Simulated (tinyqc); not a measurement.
Avalanche multiplication and breakdown of a junction from ionisation integrals: one step, computed by the program tinyqc. Command: `OMP_NUM_THREADS=1 python tinyqc.py 3031126 3031127 out.jsonl impact walk`. One thread of a shared host (Intel(R) Xeon(R) Processor @ 2.30GHz), about 0.01 s of CPU time with the checks.

Ionisation coefficients follow the local field. Position x runs through the depletion layer from the p side (x = 0), where electrons enter, to the n side (x = w), where holes enter. The built-in voltage is neglected.

Task: Breakdown. alpha_n = a_n exp(-(b_n/F)^c), alpha_p = a_p exp(-(b_p/F)^c). Field F = F_m (1 - s), w = eps eps_0 F_m/(e N), V = F_m w/2, with s = 1 - x/w (the peak lies at the n+ side). With Phi(x) = int_0^x (alpha_n - alpha_p) dx': 1 - 1/M_n = I_n = int_0^w alpha_n exp(-Phi) dx and M_p = M_n exp(-Phi(w)); trapezoid rule on 401 even points; breakdown at I_n = 1. Solve I_n(F_m) = 1.

Inputs (values chosen for the exercise, modelled on silicon):
```
quantity,value,unit
electron prefactor a_n,721000,1/cm
electron field b_n,1.25e+06,V/cm
hole prefactor a_p,1.55e+06,1/cm
hole field b_p,2.04e+06,V/cm
exponent c,1,-
permittivity eps,11.7,-
doping N of the lightly doped side,2.4e+14,1/cm^3
```

Junction: one-sided abrupt n+p.

Constants: e = 1.602176634e-19 C; eps_0 = 8.8541878128e-12 F/m.

Give: critical field F_m; width at breakdown; breakdown voltage.

Result:

critical field F_m = 0.2384 MV/cm

width at breakdown = 64.23 micrometre

breakdown voltage = 765.5 V
